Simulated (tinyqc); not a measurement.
# Modulation-doped quantum well, Poisson-Schroedinger loop, step by step

Program tinyqc, `OMP_NUM_THREADS=1 python tinyqc.py 2140010 2140011 out.jsonl`; Intel Xeon 2.30GHz, shared host, one thread, about 0.1 s. Printed values are rounded.

A well of width L centred at z = 0 between barriers Vb; effective-mass electrons, parabolic bands. The electrons come from donor sheets outside the mesh, a share fL of Ns on the left and the rest on the right, so the structure is neutral. Energies are counted from the band edge of the well, with U = 0 on the first node in the Hartree part.

Values chosen for this exercise; material values close to those of GaAs in AlGaAs:

| symbol | value | unit | meaning |
|---|---|---|---|
| T | 300 | K | temperature |
| md | 0.0678 | m0 | in-plane mass |
| Vb | 0.246 | eV | barrier height |
| eps_r | 13.1 |  | relative permittivity (all layers) |
| L | 9.9 | nm | well width |
| hz | 1.1 | nm | mesh step |
| Ns | 5.9e11 | cm^-2 | sheet density of electrons |
| fL | 1 |  | share of the donors on the left side |
| Fz | 0 | kV/cm | applied field along z |
| a | 0.7 |  | mixing factor |

Constants: q = 1.602176634e-19 C, kB = 1.380649e-23 J/K, hbar = 1.054571817e-34 J s, m0 = 9.1093837015e-31 kg, Vt = kB T/q, eps0 = 8.8541878128e-14 F/cm where lengths are in cm, hbar^2/(2 m0) = 0.0380998212 eV nm^2. Results are converted to the units shown.

Range of the model: The highest level kept holds over 3 % of the electrons, so higher levels would take a share too.

## Fixed part of the potential

z, node 1 to 15 (nm): -7.7  -6.6  -5.5  -4.4  -3.3  -2.2  -1.1  0  1.1  2.2  3.3  4.4  5.5  6.6  7.7

V0 = 0 in the well and Vb outside, plus q Fz z (1 kV/cm = 1e-4 eV/nm).

fixed potential V0, node 1 to 15 (eV): 0.246000  0.246000  0.246000  0.000000  0.000000  0.000000  0.000000  0.000000  0.000000  0.000000  0.000000  0.000000  0.246000  0.246000  0.246000

## Round 1: levels and probability densities

self-consistent potential U at the start, node 1 to 15 (eV): 0  0  0  0  0  0  0  0  0  0  0  0  0  0  0
mass on the intervals 1/2, 3/2, ... (mean of both at an interface) (m0): 0.0914  0.0914  0.0914  0.07925  0.0671  0.0671  0.0671  0.0671  0.0671  0.0671  0.0671  0.0671  0.07925  0.0914  0.0914  0.0914

Tridiagonal Hamiltonian with psi = 0 one step beyond both ends: H_ii = C (1/m_(i-1/2) + 1/m_(i+1/2))/hz^2 + V0_i + U_i, H_(i,i+1) = -C/(m_(i+1/2) hz^2), C = hbar^2/(2 m0). The lowest 2 level(s) are kept, normalised to hz sum |psi|^2 = 1.

levels (eV): E1 0.029725, E2 0.117650

```
node  |psi|^2 of E1 (1/nm)  |psi|^2 of E2 (1/nm)
1                 0.000290              0.001810
2                 0.002005              0.010191
3                 0.010127              0.038795
4                 0.041552              0.118226
5                 0.077460              0.145919
6                 0.112332              0.105220
7                 0.137472              0.034385
8                 0.146612              0.000000
9                 0.137472              0.034385
10                0.112332              0.105220
11                0.077460              0.145919
12                0.041552              0.118226
13                0.010127              0.038795
14                0.002005              0.010191
15                0.000290              0.001810
```

## Round 1: Fermi level and occupations

Level k holds N_k = D_k Vt ln(1 + exp((EF - E_k)/Vt)) with D = md m0 q/(pi hbar^2) per eV (spin included); EF is fixed by sum N_k = Ns.

EF = 0.0334606 eV
N_k (cm^-2): E1 5.62326e11, E2 2.76737e10

## Round 1: density, output potential and mixing

n_i = sum_k N_k |psi_k|^2 (converted to cm^-3). Hartree part by Gauss: on the interval after node i the enclosed sheet charge is S_i = fL Ns - hz sum_(j<=i) n_j, and U_(i+1) = U_i + q S_i hz/(eps0 eps_r) in eV, U_1 = 0. Mixing: U(new) = U + a (U(out) - U).

```
node  n (1e17 cm^-3)  U(out) (eV)  U after round 1 (eV)
1            0.02134    0.0000000             0.0000000
2            0.14097    0.0089611             0.0062728
3            0.67685    0.0178987             0.0125291
4            2.66375    0.0267231             0.0187062
5            4.75958    0.0351023             0.0245716
6            6.60790    0.0426860             0.0298802
7            7.82559    0.0491653             0.0344157
8            8.24439    0.0543366             0.0380356
9            7.82559    0.0581300             0.0406910
10           6.60790    0.0606154             0.0424308
11           4.75958    0.0619964             0.0433975
12           2.66375    0.0625818             0.0438073
13           0.67685    0.0627221             0.0439055
14           0.14097    0.0627492             0.0439245
15           0.02134    0.0627528             0.0439270
```

## Course of the self-consistent loop

Start from U = 0. Stop when the largest |U(out) - U| is below 1e-7 eV, or after 120 rounds.

Course of the iteration:
```
round  level E1 (eV)    EF (eV)  largest |U(out) - U| (eV)
1          0.0297247  0.0334606                     0.0628
2          0.0649347  0.0685506                     0.0157
3          0.0741845  0.0777737                    4.02e-3
4          0.0767034  0.0802836                    1.09e-3
5          0.0774056  0.0809827                    3.06e-4
6          0.0776048  0.0811810                    8.82e-5
7          0.0776620  0.0812379                    2.57e-5
8          0.0776786  0.0812545                    7.52e-6
9          0.0776835  0.0812593                    2.21e-6
10         0.0776849  0.0812607                    6.50e-7
11         0.0776854  0.0812611                    1.92e-7
12         0.0776855  0.0812612                    5.69e-8
```

Converged in 12 rounds. Towards the end the residual shrinks by a factor of about 0.30 a round.

## Converged levels, occupations and centroid

converged U, node 1 to 15 (eV): 0.0000000  0.0089577  0.0178740  0.0266133  0.0347193  0.0417952  0.0475842  0.0520033  0.0551149  0.0570847  0.0581502  0.0585930  0.0586972  0.0587171  0.0587197

Solve for the levels with V0 + U, find EF, n_i = sum_k N_k |psi_k|^2 (in cm^-3); share of each level N_k/Ns; centroid sum n z/sum n.

levels (eV): E1 0.077685, E2 0.163234
EF = 0.0812612 eV
shares (%): E1 94.8981, E2 5.1019
n, node 1 to 15 (in units of 1e17 cm^-3): 0.04157  0.24785  1.05903  3.78899  6.16317  7.70017  8.19586  7.82274  6.83164  5.41032  3.72536  2.02623  0.50473  0.10327  0.01544
centroid = -0.494875 nm

With 400 intervals across the well and the same walls, E2 - E1 = 88.70 meV and EF - E1 = 3.785 meV; this mesh gives 85.55 and 3.576 meV.
